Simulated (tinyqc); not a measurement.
Worked calculation: CCD on RHF in the 6-311g basis, for H-, spin multiplicity 1. The basis has no diffuse functions, so it cannot describe the extra electron: this is an exercise in the method, not the real anion. One step of it, computed by the program tinyqc.

Task: Iteration 9 (converged): orbitals. Diagonalise F' = X^T F X, C = X C', fill 1 alpha and 1 beta electrons from the bottom; D = 2 C_occ C_occ^T. Each column has its largest component positive (the first on a tie).

converged F (hartree), order 1H 1s, 1H 2s, 1H 3s:
```
[[1.153994, -0.021484, -0.261960],
 [-0.021484, 0.169888, -0.038268],
 [-0.261960, -0.038268, 0.063977]]
```

X, order 1H 1s, 1H 2s, 1H 3s:
```
[[-1.182805, 0.952862, 0.349221],
 [2.312658, -0.064800, 0.427480],
 [-1.552142, -0.822676, 0.370813]]
```

Give: F' = X^T F X; orbital energies; coefficients C; D after iteration 9.

Result:

F' = X^T F X (hartree):
```
[[2.1076, -1.0919, -0.1026],
 [-1.0919, 1.5010, 0.3486],
 [-0.1026, 0.3486, 0.0942]]
```

orbital energies (hartree): [-0.0037, 0.7390, 2.9676]

coefficients C, order 1H 1s, 1H 2s, 1H 3s:
```
[[0.1750, 0.0850, -1.5463],
 [0.1747, 1.4880, 1.8140],
 [0.7648, -1.4374, -0.7566]]
```

D after iteration 9, order 1H 1s, 1H 2s, 1H 3s:
```
[[0.0612, 0.0611, 0.2676],
 [0.0611, 0.0610, 0.2672],
 [0.2676, 0.2672, 1.1697]]
```
